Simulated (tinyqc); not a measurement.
## Core-level spacing from the offsets

Question. For an overlayer B on a substrate A, dEv = (iB - iA) - (cB - vB) + (cA - vA) in binding energies, and dEc + dEv = EgB - EgA. Find dEv and the spacing iB - iA that a thin film must show.

Values chosen for this exercise:
- EgA = 1.43 eV (gap of the substrate A)
- EgB = 3.04 eV (gap of the overlayer B)

dEc = -0.10259259 eV
cA - vA = 90.122593 eV
cB - vB = 73.82 eV

Solution. The gaps give dEv, and the Kraut relation is solved for the spacing.

dEv = 1.7126 eV
iB - iA = -14.590 eV

Computed by the program tinyqc: `OMP_NUM_THREADS=1 python tinyqc.py 2410092 2410093 out.jsonl`, one thread of a shared Intel Xeon 2.30GHz, about 0.01 s for the whole run.
